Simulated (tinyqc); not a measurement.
Extended Hueckel theory, for H6+, step by step. The parameters take no account of the charge, which enters only through the electron count. One step of it, computed by the program tinyqc.

Question. Wolfsberg-Helmholz matrix. H_ij = K' S_ij (H_ii + H_jj)/2 for i != j (the diagonal keeps H_ii), with K' = 1.5.

overlap S, lower triangle:
```
,1H 1s,2H 1s,3H 1s,4H 1s,5H 1s,6H 1s
1H 1s,1.000000
2H 1s,0.525398,1.000000
3H 1s,0.104865,0.423093,1.000000
4H 1s,0.020360,0.104865,0.525398,1.000000
5H 1s,0.002319,0.014651,0.104686,0.422534,1.000000
6H 1s,0.000302,0.002319,0.020321,0.104686,0.525398,1.000000
```

diagonal H_ii (eV): 1H 1s -13.600000, 2H 1s -13.600000, 3H 1s -13.600000, 4H 1s -13.600000, 5H 1s -13.600000, 6H 1s -13.600000

K = 1.500000

Give: H.

Answer.

H (eV), lower triangle:
```
,1H 1s,2H 1s,3H 1s,4H 1s,5H 1s,6H 1s
1H 1s,-13.6000
2H 1s,-10.7181,-13.6000
3H 1s,-2.1392,-8.6311,-13.6000
4H 1s,-0.4153,-2.1392,-10.7181,-13.6000
5H 1s,-0.0473,-0.2989,-2.1356,-8.6197,-13.6000
6H 1s,-0.0062,-0.0473,-0.4146,-2.1356,-10.7181,-13.6000
```
